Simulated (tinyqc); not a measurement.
Tight binding, kagome lattice, step by step. Computed by tinyqc, a small Python program that keeps every step. Settings: t1 = 1.4, t2 = 1.4, delta = 0.59, bands filled = 2. Command: `OMP_NUM_THREADS=1 python tinyqc.py 28075 28076 out.jsonl` (the two numbers bound the seeds that draw the settings). One thread of a shared host (Intel(R) Xeon(R) Processor @ 2.60GHz), about 0.01 s of CPU time with the checks.

## Bloch Hamiltonian at k

Parameters chosen for this model:
```
parameter     value                unit
t1         1.400000    eV, up triangles
t2         1.400000  eV, down triangles
delta      0.590000        eV on site C
```

k point k (fractions of the reciprocal vectors): [0.080000, -0.140000]

H_AB = -t1 - t2 exp(-i k.a1), H_AC = -t1 - t2 exp(-i k.a2), H_BC = -t1 - t2 exp(i k.(a1 - a2)), H_CC = delta.

H(k) at k (eV), order A, B, C:
```
[[0.000000, -2.626829+0.674455i, -2.292394-1.078719i],
 [-2.626829-0.674455i, 0.000000, -1.662334-1.375202i],
 [-2.292394+1.078719i, -1.662334+1.375202i, 0.590000]]
```

## Levels at k

Diagonalise the Hermitian matrix.

eigenvalues (eV): [-4.768821, 2.450634, 2.908187]

weights |c|^2 of the basis functions, order A, B, C:
```
[[0.377107, 0.028699, 0.594194],
 [0.345277, 0.562764, 0.091959],
 [0.277616, 0.408537, 0.313847]]
```

## Bloch Hamiltonian at K

k point K (fractions of the reciprocal vectors): [0.333333, 0.666667]

As before.

H(k) at K (eV), order A, B, C:
```
[[0.000000, -0.700000+1.212436i, -0.700000-1.212436i],
 [-0.700000-1.212436i, 0.000000, -0.700000+1.212436i],
 [-0.700000+1.212436i, -0.700000-1.212436i, 0.590000]]
```

## Levels at K

As before.

eigenvalues (eV): [-1.400000, -1.025897, 3.015897]

weights |c|^2 of the basis functions, order A, B, C:
```
[[0.500000, 0.199898, 0.300102],
 [0.500000, 0.199898, 0.300102],
 [0.000000, 0.600203, 0.399797]]
```

## Bands along a path

The same steps at evenly spaced points between the labelled ones.

Bands along the path (eV):
```
k             band 1     band 2    band 3
G          -5.412322   2.800000  3.202322
G-K 0.25   -5.042404   2.616771  3.015634
G-K 0.50   -4.034818   1.674492  2.950326
G-K 0.75   -2.670323   0.291762  2.968561
K          -1.400000  -1.025897  3.015897
K-M 0.25   -1.717668  -0.739261  3.046929
K-M 0.50   -2.149735  -0.338111  3.077847
K-M 0.75   -2.425964  -0.085551  3.101516
M          -2.520497          0  3.110497
M-K' 0.25  -2.425964  -0.085551  3.101516
M-K' 0.50  -2.149735  -0.338111  3.077847
M-K' 0.75  -1.717668  -0.739261  3.046929
K'         -1.400000  -1.025897  3.015897
```

With 2 band(s) filled, the highest filled level on these points lies at G and the lowest empty one at G-K 0.50: a gap of 0.1503 eV, indirect.
